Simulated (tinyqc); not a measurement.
Inside a calculation. Method: tight binding, dimerised chain. One step of it, computed by the program tinyqc.

Question. Open chain of 3 cells. The same hoppings without the wrap-around bond.

H of the open chain (eV):
```
           1          2          3          4          5          6
1   0.000000  -0.740000   0.000000   0.000000   0.000000   0.000000
2  -0.740000   0.000000  -2.260000   0.000000   0.000000   0.000000
3   0.000000  -2.260000   0.000000  -0.740000   0.000000   0.000000
4   0.000000   0.000000  -0.740000   0.000000  -2.260000   0.000000
5   0.000000   0.000000   0.000000  -2.260000   0.000000  -0.740000
6   0.000000   0.000000   0.000000   0.000000  -0.740000   0.000000
```

Give: levels; weights of the highest filled level on the sites.

Answer.

levels (eV): -2.746  -2.077  -0.071  0.071  2.077  2.746

weights of the highest filled level on the sites: 0.449  0.004  0.047  0.047  0.004  0.449

The bulk gap runs from -1.5200 to 1.5200 eV; 2 level(s) of this chain lie inside it: end states, which need the weaker bond inside the cell and a chain longer than their decay length.
